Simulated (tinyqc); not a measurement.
Bulk resistivity and mean free path from two films.

Question. In the thick-film limit single-crystal films obey rho = rho0 (1 + 3 (1 - ps) lam/(8 d)). Find rho0, lam and the product rho0 lam.

Values chosen for this exercise:
- ps = 0 (specular share of surface scattering)

rho at d = 100 and 260 nm (uohm cm): 1.9242575  1.7677913

Answer. rho is a straight line in 1/d: the intercept is rho0 and the slope (3/8)(1 - ps) rho0 lam. Without ps only the product (1 - ps) lam could be found.

rho0 = 1.670 uohm cm
lam = 40.60 nm
rho0 lam = 67.80 uohm cm nm

Program tinyqc, `OMP_NUM_THREADS=1 python tinyqc.py 2100078 2100079 out.jsonl`; Intel Xeon 2.30GHz, shared host, one thread, about 0.01 s.
